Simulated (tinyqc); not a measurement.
# Conduction-band offset of an n-N heterojunction from carrier-profile moments, step by step

tinyqc, about 0.08 s, one thread, Intel Xeon 2.30GHz (shared host): `OMP_NUM_THREADS=1 python tinyqc.py 2410062 2410063 out.jsonl` Printed values are rounded.

Layer 1 (x < 0) accumulates electrons and layer 2 (x > 0) is depleted. Boltzmann statistics. The bands bend down by V1 in layer 1 and up by V2 in layer 2, with V1 + V2 = VD = dE + Vt ln[(N2/Nc2)/(N1/Nc1)].

Inputs (values chosen for the exercise); values of the order of III-V alloys: temperature T = 350 K; relative permittivity of both layers eps_r = 12.3; density of states of the narrow-gap layer 1 Nc1 = 2.2e17 cm^-3; density of states of the wide-gap layer 2 Nc2 = 6.6e17 cm^-3; conduction-band offset dE = 0.25 eV; donor density in layer 1 N1 = 1.8e15 cm^-3; donor density in layer 2 N2 = 1.8e16 cm^-3; fixed charge at the interface si = 5.7e10 cm^-2.

Constants: q = 1.602176634e-19 C, kB = 1.380649e-23 J/K, Vt = kB T/q, eps0 = 8.8541878128e-14 F/cm where lengths are in cm. Results are converted to the units shown.

Range of the model: The accumulated density at the interface nears Nc1, where degeneracy and quantisation set in.

## Division of the diffusion potential

Sheet densities from the first integral: Q1 = sqrt((2 eps0 eps_r Vt N1/q)(exp(u1) - u1 - 1)) extra electrons, Q2 = sqrt((2 eps0 eps_r Vt N2/q)(exp(-u2) + u2 - 1)) missing ones, u = V/Vt; neutrality Q1 = Q2 + si. Q1 - Q2 rises steadily with V1, so V1 follows by bisection.

VD = 0.2863126 V
V1 = 0.1314635 V
V2 = 0.1548491 V
Q1 = 2.318016e11 cm^-2
n at x = 0- = 1.406902e17 cm^-3
n at x = 0+ = 1.060580e14 cm^-3

n drops across the interface by 1330 = (Nc1/Nc2) exp(dE/Vt).

## Electron profile

| left point | -x (nm) |
|---|---|
| 0 | 0 |
| 1 | 2.47 |
| 2 | 15 |
| 3 | 42.9 |
| 4 | 90.7 |
| 5 | 162 |
| 6 | 260 |
| 7 | 389 |
| 8 | 550 |
| 9 | 747 |

| right point | x (nm) |
|---|---|
| 0 | 0 |
| 1 | 19.2 |
| 2 | 47.2 |
| 3 | 79.9 |
| 4 | 116 |
| 5 | 155 |
| 6 | 197 |
| 7 | 240 |
| 8 | 286 |
| 9 | 333 |

Integrate the field q Q(V)/(eps0 eps_r) away from the interface on each side; n = N exp(+/- V/Vt).

| left point | n in layer 1 (cm^-3) |
|---|---|
| 0 | 1.40690e17 |
| 1 | 1.08439e17 |
| 2 | 4.23008e16 |
| 3 | 1.37273e16 |
| 4 | 5.50215e15 |
| 5 | 3.02362e15 |
| 6 | 2.19026e15 |
| 7 | 1.90605e15 |
| 8 | 1.82277e15 |
| 9 | 1.80357e15 |

| right point | n in layer 2 (cm^-3) |
|---|---|
| 0 | 1.06058e14 |
| 1 | 4.64480e14 |
| 2 | 2.28910e15 |
| 3 | 7.02176e15 |
| 4 | 1.26083e16 |
| 5 | 1.60180e16 |
| 6 | 1.73970e16 |
| 7 | 1.78286e16 |
| 8 | 1.79559e16 |
| 9 | 1.79890e16 |

## Offset from the moments

A C-V profile smears n(x) but keeps its zeroth and first moments: si = -int (N - n) dx, VD = (q/(eps0 eps_r)) int (N - n) x dx, dE = VD - Vt ln[(N2/Nc2)/(N1/Nc1)]. Use the trapezoidal rule on each side.

si = 8.712496e10 cm^-2
VD = 0.2861483 V
dE = 0.2498357 eV

On these few points dE comes out -0.16 meV from the true 0.25 eV, and si misses by 3.0e10 cm^-2, 13 % of Q1.
